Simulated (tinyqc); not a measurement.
Ratio and sensitivities against delay: time-domain thermoreflectance: layered heat flow under a modulated pulse train, and what the signal ratio measures. Computed by tinyqc, a small Python program. Command: `OMP_NUM_THREADS=1 python tinyqc.py 3111570 3111571 out.jsonl tdtr walk`. One thread of a shared host (Intel(R) Xeon(R) Processor @ 2.30GHz), about 0.2 s of CPU time with the checks.

Pulses repeat at 80 MHz; heat is laid down at the surface, all layers are isotropic, and the film is in perfect contact with the substrate.

Inputs (values chosen for the exercise, modelled on aluminium on germanium):

| quantity | value | unit |
|---|---|---|
| metal thickness d | 110 | nm |
| metal conductivity | 190 | W/(m K) |
| metal heat capacity | 2.42 | MJ/(m^3 K) |
| boundary conductance G under the metal | 71 | MW/(m^2 K) |
| film thickness | 12 | nm |
| film conductivity | 0.65 | W/(m K) |
| film heat capacity | 2.3 | MJ/(m^3 K) |
| substrate conductivity kappa | 59.5 | W/(m K) |
| substrate heat capacity C | 1.68 | MJ/(m^3 K) |
| modulation frequency f | 9.8 | MHz |
| spot radius w (1/e^2, pump and probe) | 14 | micrometre |

Stack: metal, film, substrate.

Method:
- For radial wave number k and angular frequency W each layer has u = sqrt(4 pi^2 k^2 + i W C/kappa) and gamma = kappa u. Surface impedance from below: Z = 1/gamma for the substrate; a layer of thickness L maps Z to (Z + tanh(u L)/gamma)/(1 + gamma Z tanh(u L)); a boundary adds 1/G.
- Response per absorbed watt H(W) = 2 pi int_0^(2/w) Z(k, W) exp(-pi^2 k^2 w^2) k dk by 20 Gauss-Legendre points.
- Signal: X + iY = sum_(m = -M..M) H(2 pi (f + m f_r)) exp(i 2 pi m f_r t) exp(-pi (m/M)^2 x 4), f_r = 80 MHz, M = 4000, with H(-W) the complex conjugate of H(W); V_in = X, V_out = Y, ratio = -V_in/V_out.
- Sensitivity S = ln(ratio'/ratio)/ln(1.01) for a rise of one input by 1 %.

Ratio and sensitivities:

| t (ps) | ratio | S to kappa | S to G | S to d | S to C | S to w | S to film conductivity |
|---|---|---|---|---|---|---|---|
| 100 | 2.7316 | 0.19566 | 0.29592 | -1.0486 | 0.19530 | -0.043748 | 0.40160 |
| 200 | 2.6489 | 0.19450 | 0.28423 | -1.0653 | 0.19410 | -0.043114 | 0.39288 |
| 400 | 2.5222 | 0.19211 | 0.26800 | -1.0247 | 0.19165 | -0.041909 | 0.37523 |
| 800 | 2.3079 | 0.18769 | 0.24218 | -0.9542 | 0.18710 | -0.039814 | 0.34112 |
| 1500 | 2.0029 | 0.18157 | 0.20608 | -0.8558 | 0.18076 | -0.036971 | 0.29176 |
| 2500 | 1.6680 | 0.17641 | 0.16735 | -0.7532 | 0.17530 | -0.034227 | 0.23867 |
| 4000 | 1.3009 | 0.17534 | 0.12576 | -0.6517 | 0.17370 | -0.032107 | 0.18179 |

What does the comparison show, and why?

The largest sensitivity in size at 100 ps is to d (-1.05). kappa and C enter almost alike, through the effusivity. At 400 ps an error of 3 % in d passes on as 16 % in kappa.

Extremes, crossings and ranges named in words are read from the listed rows.
